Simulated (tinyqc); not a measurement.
Permeation of metal atoms or ions through a thin barrier or dielectric: time lag, field-aided drift and lifetime: one step, computed by the program tinyqc. Command: `OMP_NUM_THREADS=1 python tinyqc.py 3007816 3007817 out.jsonl barrier walk`. One thread of a shared host (Intel(R) Xeon(R) Processor @ 2.30GHz), about 0.01 s of CPU time with the checks.

The film 0 < x < d is empty at first; C = C0 at x = 0 and C = 0 at x = d. dC/dt = D d2C/dx2.

Task: Time to the critical dose. Steady flux J = (D C0/d) P/(1 - exp(-P)); time lag in units of d^2/D: s_L = [P (1 + exp(-P))/(1 - exp(-P)) - 2]/P^2 (P = 0: J = D C0/d, s_L = 1/6). Dose through the film Q(s) = C0 d {f (s - s_L) - 2 exp(P/2) sum_(n=1..200) (-1)^n n^2 pi^2 exp(-l_n s)/l_n^2}, l_n = n^2 pi^2 + P^2/4, f = P/(1 - exp(-P)) the relative flux. Temperatures in kelvin are T(C) + 273.15. Solve Q = Q_c for s. At the use temperature D and P take T_u, with the same C0 and V; 1 year = 3.15576e7 s.

Inputs (values chosen for the exercise, for a model case: neutral metal atoms through a barrier):
```
quantity                                   value    unit
thickness d                                  7.1      nm
prefactor D0                             1.7e-07  cm^2/s
activation energy E                         1.31      eV
concentration at the source side C0      6.7e+18  1/cm^3
charge number z                                0       -
voltage V (positive drives ions across)        0       V
critical dose Q_c                          2e+12  1/cm^2
test temperature T                           300       C
use temperature T_u                          100       C
```

Peclet number P = 0

time scale d^2/D = 979621.5 s

Constants: k_B = 8.617333262e-05 eV/K.

Give: s at the critical dose; failure time at T; failure time at T_u.

Result:

s at the critical dose = 0.5865

failure time at T = 5.745e+05 s

failure time at T_u = 27172 years

Caution: grain boundaries, pinholes, trapping and space charge are left out; thin real barriers usually fail at defects.
